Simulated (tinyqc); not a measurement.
Longitudinal sound in a periodic multilayer: transfer matrices, stop bands and folded phonons: one step, computed by the program tinyqc.

Layers 1 and 2 repeat with period d = d_1 + d_2; waves travel normal to the layers, without loss. State vector (u, s): displacement u and stress divided by omega. Impedances Z = rho v are in 1e6 kg/(m^2 s).

Task: Impedances, mean velocity and Bragg frequency. Z = rho v; interface reflection r = (Z_2 - Z_1)/(Z_2 + Z_1) (stress amplitude, from 1 into 2); Bragg frequency f_B = 1/[2 (d_1/v_1 + d_2/v_2)]; long-wave velocity v_eff = d/sqrt[(d_1/v_1)^2 + (d_2/v_2)^2 + (Z_1/Z_2 + Z_2/Z_1)(d_1/v_1)(d_2/v_2)].

Inputs (values chosen for the exercise, modelled on silica (layer 1), hafnia (layer 2) and silicon (substrate)):
```
quantity            value    unit
density rho_1        2.18  g/cm^3
velocity v_1         5850     m/s
thickness d_1         660      nm
density rho_2        9.71  g/cm^3
velocity v_2         5520     m/s
thickness d_2         923      nm
substrate density    2.35  g/cm^3
substrate velocity   8550     m/s
```

Give: Z_1; Z_2; Z of the substrate; interface reflection r; Bragg frequency f_B; long-wave velocity v_eff.

Result:

Z_1 = 12.753

Z_2 = 53.5992

Z of the substrate = 20.0925

interface reflection r = 0.6156

Bragg frequency f_B = 1.786 GHz

long-wave velocity v_eff = 4487 m/s
